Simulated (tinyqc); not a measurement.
Charge pumping in an n-channel transistor: triangular pulses against frequency.

The gate is pulsed from accumulation to inversion and back. Energies E are counted from the intrinsic level; Dit(E) = D0 [1 + b (2 E/Eg)^2]. During each edge the traps near the bands emit their carriers, and those between Eh and Ee recombine once a cycle.

For a symmetric triangular wave tr = tf = 1/(2 f). ni = sqrt(Nc Nv) exp(-Eg/(2 Vt)), Eg in volts; emission times te = (dV/Va) tf and th = (dV/Va) tr; Ee = -Vt ln(vth sn ni te), Eh = +Vt ln(vth sp ni th). Nit = integral of Dit from Eh to Ee = D0 [Ee - Eh + 4 b (Ee^3 - Eh^3)/(3 Eg^2)], Qcp = q A Nit, Icp = f Qcp.

Inputs (values chosen for the exercise); band and dielectric values close to those of silicon:

| symbol | value | unit | meaning |
|---|---|---|---|
| T | 200 | K | temperature |
| Eg | 1.13 | eV | band gap |
| Nc | 1.55e19 | cm^-3 | conduction-band density of states at 200 K |
| Nv | 1.46e19 | cm^-3 | valence-band density of states at 200 K |
| A | 1.2 | um^2 | gate area |
| D0 | 7.7e11 | cm^-2 eV^-1 | trap density at midgap |
| b | 10.5 |  | rise of the trap density towards the band edges |
| sn | 2.2e-15 | cm^2 | cross-section for electrons |
| sp | 3.8e-15 | cm^2 | cross-section for holes |
| vth | 1.3e7 | cm/s | thermal velocity at 200 K, one nominal value for electrons and holes |
| dV | 1.11 | V | Vth - Vfb |
| Va | 3.1 | V | pulse height |

Constants: q = 1.602176634e-19 C, kB = 1.380649e-23 J/K, Vt = kB T/q. Results are converted to the units shown.

Results:

| f (Hz) | Ee (eV) | Eh (eV) | Nit (cm^-2) | Icp (pA) | Qcp (fC) |
|---|---|---|---|---|---|
| 2200 | 0.2656 | -0.2562 | 7.020e11 | 2.969 | 1.350 |
| 5100 | 0.2801 | -0.2707 | 7.771e11 | 7.619 | 1.494 |
| 12000 | 0.2949 | -0.2854 | 8.595e11 | 19.83 | 1.653 |
| 26000 | 0.3082 | -0.2988 | 9.396e11 | 46.97 | 1.806 |
| 1.3e5 | 0.3359 | -0.3265 | 1.124e12 | 280.9 | 2.161 |
| 3e5 | 0.3503 | -0.3409 | 1.230e12 | 709.3 | 2.364 |
| 6.9e5 | 0.3647 | -0.3553 | 1.342e12 | 1781 | 2.581 |
| 1.6e6 | 0.3792 | -0.3698 | 1.464e12 | 4503 | 2.814 |
| 3.5e6 | 0.3927 | -0.3832 | 1.584e12 | 1.066e4 | 3.045 |

Estimate the missing row, f = 59000 Hz.

Computed row:

| f (Hz) | Ee (eV) | Eh (eV) | Nit (cm^-2) | Icp (pA) | Qcp (fC) |
|---|---|---|---|---|---|
| 59000 | 0.3223 | -0.3129 | 1.030e12 | 116.9 | 1.981 |

With this row back in the table: Qcp rises from 1.35 to 3.05 fC, by 0.396 fC a decade between the first two rows and 0.679 between the last two (2 q A D0 Vt ln 10 = 0.117 fC): faster edges leave less time for emission and widen the window, so Icp grows faster than f, as f^(1.11).

Range of the model: The Fermi levels of inversion and accumulation are taken to lie beyond Ee and Eh, the flat tops to fill all traps, and no geometric current is added.

Program tinyqc, `OMP_NUM_THREADS=1 python tinyqc.py 2030034 2030035 out.jsonl`; Intel Xeon 2.30GHz, shared host, one thread, about 0.01 s.
